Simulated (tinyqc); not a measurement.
Tight binding, honeycomb lattice, step by step. One step of it, computed by the program tinyqc.

Problem. Levels at k. Diagonalise the Hermitian matrix.

H(k) at k (eV):
```
                     A                    B
A            -0.865144  -1.530614-0.118586i
B  -1.530614+0.118586i             0.865920
```

Give: eigenvalues; weights |c|^2 of the basis functions.

Solution.

eigenvalues (eV): -1.7620  1.7628

weights |c|^2 of the basis functions:
```
   band 1  band 2
A  0.7456  0.2544
B  0.2544  0.7456
```
